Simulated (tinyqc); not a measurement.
Worked calculation: tight binding, honeycomb lattice. Computed by tinyqc, a small Python program that keeps every step. Settings: t1 = 2.88, t2 = 0.03, phi = 1.57, delta = 1.8, points = 6. Command: `OMP_NUM_THREADS=1 python tinyqc.py 30721 30722 out.jsonl` (the two numbers bound the seeds that draw the settings). One thread of a shared host (Intel(R) Xeon(R) Processor @ 2.60GHz), about 0.01 s of CPU time with the checks.

## Bloch Hamiltonian at k

Parameters chosen for this model:
```
parameter     value                        unit
t1         2.880000                 eV, nearest
t2         0.030000       eV, second neighbours
phi        1.570000  rad, phase of t2 (Haldane)
delta      1.800000          eV, +/- on A and B
```

k point k (fractions of the reciprocal vectors): -0.2000  -0.2400

H_AB = -t1 (1 + exp(-i k.a1) + exp(-i k.a2)); H_AA = delta - 2 t2 sum cos(k.b + phi), H_BB = -delta - 2 t2 sum cos(k.b - phi), b = a1, a2 - a1, -a2.

H(k) at k (eV):
```
                 A                B
A           1.7878  -3.9508-5.6134i
B  -3.9508+5.6134i          -1.7880
```

## Levels at k

Diagonalise the Hermitian matrix.

eigenvalues (eV): -7.0934  7.0933

weights |c|^2 of the basis functions:
```
   band 1  band 2
A  0.3740  0.6260
B  0.6260  0.3740
```

## Bloch Hamiltonian at K

k point K (fractions of the reciprocal vectors): 0.3333  0.6667

As before.

H(k) at K (eV):
```
        A        B
A  1.9560   0.0000
B  0.0000  -1.9558
```

## Levels at K

As before.

eigenvalues (eV): -1.9558  1.9560

weights |c|^2 of the basis functions:
```
   band 1  band 2
A  0.0000  1.0000
B  1.0000  0.0000
```

## Bands along a path

The same steps at evenly spaced points between the labelled ones.

Bands along the path (eV):
```
k           band 1  band 2
G          -8.8257  8.8254
G-K 0.25   -8.0735  8.0733
G-K 0.50   -6.0504  6.0504
G-K 0.75   -3.4613  3.4614
K          -1.9558  1.9560
K-M 0.25   -2.2815  2.2816
K-M 0.50   -2.8461  2.8462
K-M 0.75   -3.2658  3.2659
M          -3.3962  3.3963
M-K' 0.25  -3.1978  3.1979
M-K' 0.50  -2.7008  2.7009
M-K' 0.75  -2.0402  2.0403
K'         -1.6440  1.6442
```

With 1 band(s) filled, the highest filled level on these points lies at K' and the lowest empty one at K': a gap of 3.2882 eV, direct.

## Chern number of the lower band

On a 6 x 6 mesh, the phase of the product of overlaps around each plaquette (k1 then k2); the sum over 2 pi is an integer.

plaquette phases (rad):
```
         1        2        3        4        5        6
1   0.0000  -0.0242  -0.0991  -0.0088   0.0481   0.0173
2   0.0234  -0.0034  -0.1015  -0.4307   0.0000   0.0481
3   0.0895   0.0868  -0.0181  -0.4419  -0.4307  -0.0088
4  -0.0093   0.4772   0.4651  -0.0181  -0.1015  -0.0991
5  -0.0429   0.0000   0.4772   0.0868  -0.0034  -0.0242
6  -0.0146  -0.0429  -0.0093   0.0895   0.0234   0.0000
```

Chern number = 0.0000
